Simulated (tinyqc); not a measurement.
Solubility, supersaturation, precipitation and gettering of an impurity in a silicon-like host: one step, computed by the program tinyqc.

The wafer was saturated at T1 and is then held at T.

Task: Ham's law for sinks of fixed radius. tau0 = 1/(4 pi n r0 D); C_fixed(t) = C_eq + (C0 - C_eq) exp(-t/tau0). If all excess precipitates, the final radius is r_f = [r0^3 + 3 (C0 - C_eq)/(4 pi n C_p)]^(1/3), with tau_f = 1/(4 pi n r_f D).

Inputs (values chosen for the exercise, modelled on cobalt in silicon):

| quantity | value | unit |
|---|---|---|
| temperature of saturation T1 | 1350 | K |
| anneal temperature T | 1138 | K |
| sink density n | 4.3e+07 | 1/cm^3 |
| initial sink radius r0 | 2.6 | nm |
| impurity density in the precipitate C_p | 6.6e+22 | 1/cm^3 |
| anneal time t | 65 | s |

D(T) = 3.837286e-06 cm^2/s

C_eq(T) = 3.633336e+13 1/cm^3

C0 = 2.970411e+15 1/cm^3

Give: tau0; C_fixed(t); final radius r_f; tau_f.

Result:

tau0 = 1854.9 s

C_fixed(t) = 2.8694e+15 1/cm^3

final radius r_f = 62.729 nm

tau_f = 76.883 s

The sinks grow 24.1 times, so the fixed radius underrates the later rate. Caution: the barrier to homogeneous nucleation is below 35 k_B T for these inputs, so new precipitates would form and outnumber the fixed sinks assumed here.
